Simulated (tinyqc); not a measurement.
Inside a calculation: interface roughness in a thin film (subband fluctuation and scattering). Values are carried at full precision from step to step, so a last printed digit may differ when a step is redone from the rounded ones.

Square well of width t, barriers V0, c = hbar^2/2m0: E1 solves k t + 2 atan[(k/mz)/(kappa/mb)] = pi, k = sqrt(mz E/c), kappa = sqrt(mb (V0 - E)/c). One interface is rough, so the subband edge fluctuates by G dt with G = |dE1/dt| (central difference of 0.01 angstrom; 2 E1/t for hard walls).

Constants: hbar^2/2m0 = 3.80998211 eV angstrom^2; e^2/(4 pi eps0) = 14.39964547 eV angstrom; hbar = 6.58211957e-16 eV s.

Values chosen for the exercise (near those of a thin Ge channel on (111), one valley; shifted at random, so the results belong to these values and not to a real crystal): t = 38 angstrom (film thickness); mz = 1.562 m0 (confinement mass); V0 = 2.17 eV (barrier); mb = 0.31 m0 (barrier mass); D = 1.5 angstrom (rms height of the roughness); md = 0.084 m0 (mass in the plane); gv = 1 (valleys); Lc = 42 angstrom (correlation length); Ns = 1.2 x 1e12/cm^2 (sheet density); eps = 12.1 (mean dielectric constant at the channel); Lg = 120 angstrom (gate length); Wg = 150 angstrom (gate width).

## Sensitivity of the level to thickness

Give E1, G, the hard-wall values and the rms fluctuation G D.

E1 = 15.87 meV
G = |dE1/dt| = 0.8148 meV/angstrom

hard walls: E1 (meV) and G (meV/angstrom): [16.671, 0.877]

G D = 1.22 meV

Hard walls overstate G by a factor 1.08, and the scattering rate, which goes as G^2, by 1.16.

## The angular integrand

Gaussian roughness spectrum S(q) = pi D^2 Lc^2 exp(-q^2 Lc^2/4). Degenerate gas, taken to fill one subband (the second starts to fill once c kF^2/md exceeds E2 - E1, which is not tested here): kF = sqrt(2 pi Ns/gv), q = 2 kF sin(theta/2), 1/tau = (md/(2 pi c hbar)) G^2 times the integral from 0 to pi of S(q)(1 - cos theta)/eps(q)^2 dtheta, eps(q) = 1 + qs/q with screening (qs = gv md q0/(c eps), q0 = e^2/(4 pi eps0), form factors left out, which overstates the screening; other scattering is left out too, so these values lie far above measured mobilities in all but the thinnest films) or 1 without; mobility = tau c2/md with c2 = e/m0 = 1.75882e15 cm^2/(V s^2); 1e12/cm^2 = 1e-4/angstrom^2.

kF, qs, and exp(-q^2 Lc^2/4)(1 - cos theta) without and with the factor 1/eps^2 at theta = 30, 60, ..., 180 degrees.

kF = 0.02746 1/angstrom
qs = 0.0262 1/angstrom

Integrand:
```
theta  q (1/angstrom)   bare  eps(q)  screened
30             0.0142  0.123    2.85    0.0151
60             0.0275  0.359    1.96    0.0938
90             0.0388  0.514    1.68     0.183
120            0.0476  0.553    1.55     0.230
150            0.0530  0.539    1.49     0.242
180            0.0549  0.529    1.48     0.242
```

kF Lc = 1.15: the spectrum cuts off large angles, and the bare integrand is largest at 120 degrees among these rows.

## Scattering time and mobility

Integrate over theta.

Results:
```
case      integral   tau (fs)  mobility (cm^2/(V s))
bare         1.232  1.840e+04              3.852e+05
screened    0.4630  4.894e+04              1.025e+06
```

Screening raises the mobility by a factor 2.7. With it kF l = 5.09e+03, so by this rate the carriers are far from localisation. Phonons, and the gate field that presses carriers to the wall, limit real channels far below this value.

## Threshold variation

Averaged over an area A = Lg Wg much larger than Lc^2, the thickness varies by D sqrt(pi Lc^2/A), so sigma(Vt) = G D Lc sqrt(pi/A)/e; the Pelgrom coefficient is sigma sqrt(A) (1 micrometre = 1e4 angstrom).

rms of the mean thickness = 0.832 angstrom
sigma(Vt) = 0.678 mV
coefficient = 0.00910 mV micrometre

The electrostatic effect of the thickness is left out. Lc is not small against the gate, so the averaging formula overstates the variation.

## Checks

- G from the envelope at the wall, psi(t/2)^2 (E1 + c mz (kappa/mb)^2), against the difference quotient, meV/angstrom: both 0.815.
- Bare integral for Lc -> 0 against pi: both 3.1416.

Computed by tinyqc, a small Python program: `OMP_NUM_THREADS=1 python tinyqc.py 1250478 1250479 out.jsonl` (the numbers bound the seed that draws the inputs); one thread of a shared host (Intel(R) Xeon(R) Processor @ 2.30GHz), about 0.01 s for the whole set of steps.
